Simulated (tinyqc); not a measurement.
Lifetime from the low-frequency admittance.

Problem. At low frequency a p+-n diode with a base of width wb has C_diff/G = (tau/2)(1 - 2 x/sinh 2x), x = wb/sqrt(Dp tau). Find tau, x and the limit of C_diff/G for infinite lifetime, wb^2/(3 Dp).

Values chosen for this exercise: hole diffusion coefficient Dp = 9.6 cm^2/s; width of the neutral base wb = 2 um.

G = 7.2673921 S/cm^2
C_diff = 0.0059904923 uF/cm^2

Solution. The ratio rises steadily with tau from tau/2 (long base) towards wb^2/(3 Dp) (short base), so one lifetime matches as long as the ratio is below that limit.

tau = 3.00e-9 s
x = 1.18
limit of C_diff/G = 1.39e-9 s

Program tinyqc, `OMP_NUM_THREADS=1 python tinyqc.py 2890111 2890112 out.jsonl`; Intel Xeon 2.30GHz, shared host, one thread, about 0.01 s.
